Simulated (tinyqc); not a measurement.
Worked calculation: quantum well in an electric field by finite differences. Values are carried at full precision from step to step, so a last printed digit may differ when a step is redone from the rounded ones.

Finite differences on points z_i at the centres of cells of width h: H_ii = (c/h^2)(1/m_(i-1/2) + 1/m_(i+1/2)) + V_i, H_(i,i+1) = -(c/h^2)/m_(i+1/2), where m_(i+1/2) is the mean of the masses at the two points (the end values are repeated outwards), psi = 0 on the points beyond both ends, c = hbar^2/2m0. The field adds e F (z - z0) with z0 the middle of the structure; 1 kV/cm = 1e-5 eV/angstrom.

Constants: hbar^2/2m0 = 3.80998211 eV angstrom^2.

Parameters, chosen for this exercise (near those of a non-polar GaN well in AlGaN; not measured data):
```
symbol  value                                                   unit      meaning
layers  ((24, 0.495, 0.24), (36, 0, 0.194), (24, 0.495, 0.24))            each layer: thickness in angstrom, band edge in eV, mass in m0
F       61                                                      kV/cm     field along z
h       6                                                       angstrom  cell width of the coarse grid
hf      0.375                                                   angstrom  cell width of the fine grid
```

## The coarse grid

List the points, the potential with the field, and the masses.

Grid:
```
i   z (angstrom)   V (eV)  m (m0)
1            3.0   0.4712  0.2400
2            9.0   0.4749  0.2400
3           15.0   0.4785  0.2400
4           21.0   0.4822  0.2400
5           27.0  -0.0092  0.1940
6           33.0  -0.0055  0.1940
7           39.0  -0.0018  0.1940
8           45.0   0.0018  0.1940
9           51.0   0.0055  0.1940
10          57.0   0.0092  0.1940
11          63.0   0.5078  0.2400
12          69.0   0.5115  0.2400
13          75.0   0.5151  0.2400
14          81.0   0.5188  0.2400
```

## The tridiagonal Hamiltonian

Form the diagonal and the neighbouring elements; V in the grid already includes the field.

diagonal H_ii (eV): [1.3532, 1.3568, 1.3605, 1.4109, 1.0241, 1.0856, 1.0892, 1.0929, 1.0966, 1.0424, 1.4365, 1.3934, 1.3971, 1.4007]

H_(i,i+1) (eV): [-0.4410, -0.4410, -0.4410, -0.4877, -0.5455, -0.5455, -0.5455, -0.5455, -0.5455, -0.4877, -0.4410, -0.4410, -0.4410]

## Lowest levels on the coarse grid

Diagonalise the symmetric tridiagonal matrix; give the three lowest levels and the weights u_i^2 (sum 1) of the two lowest.

levels (eV): [0.0715, 0.2770, 0.5462]

weights on the points:
```
             1      2      3      4      5      6      7      8      9     10     11     12
level 1  0.000  0.000  0.003  0.017  0.095  0.179  0.229  0.220  0.160  0.080  0.013  0.002
level 2  0.001  0.004  0.016  0.062  0.214  0.170  0.022  0.037  0.189  0.213  0.057  0.013

            13     14
level 1  0.000  0.000
level 2  0.003  0.000
```

## Halving the cell width

The same with h, h/2, ..., h/32. The end points move with h, since psi vanishes half a cell beyond the structure. Richardson value (4 E(h/32) - E(h/16))/3.

Convergence:
```
cell (angstrom)  points  E1 (eV)  E2 (eV)  E1 - finest (meV)
6.0000               14  0.07146  0.27695             -5.253
3.0000               28  0.07530  0.29110             -1.412
1.5000               56  0.07635  0.29477             -0.359
0.7500              112  0.07663  0.29573             -0.087
0.3750              224  0.07670  0.29598             -0.018
0.1875              448  0.07671  0.29606              0.000
```

Richardson values of E1, E2 (eV): [0.07672, 0.29608]

The coarse grid is 5.3 meV too low in E1. The last differences between rows shrink by a factor 3.9 (4 for a pure h^2 error, 2 for one linear in h).

## Positions and dipoles on the fine grid

With h sum psi^2 = 1: <z - z0> of three levels, |z_12| and |z_13|, the mass m1 from 1/m1 = <1|1/m|1>, and f_1j = (m1/c)(E_j - E_1) z_1j^2.

levels (eV): [0.0767, 0.2960, 0.5762]

<z - z0> (angstrom): [-0.5, -0.1, -2.0]

|z_12|, |z_13| (angstrom): [9.35, 0.09]

m1 = 0.1957 m0

f_12, f_13: [0.985, 0.000]

Parity is broken, so the 1-3 transition is allowed, with 0.0002 times the strength of 1-2. E2 - E1 = 219.3 meV, a wavelength of 5.7 micrometre (hc = 1239.841984 eV nm). Level 3 lies above the lowest point of the outer barriers, so it is a resonance or a state of the finite grid, and values that rest on it depend on the ends of the grid.

## Checks

- E1 at zero field on the grid h/32 against transfer matrices between the same hard ends, eV: both 0.0769.

tinyqc: `OMP_NUM_THREADS=1 python tinyqc.py 1252573 1252574 out.jsonl`; about 0.05 s, one thread, shared Intel(R) Xeon(R) Processor @ 2.30GHz.
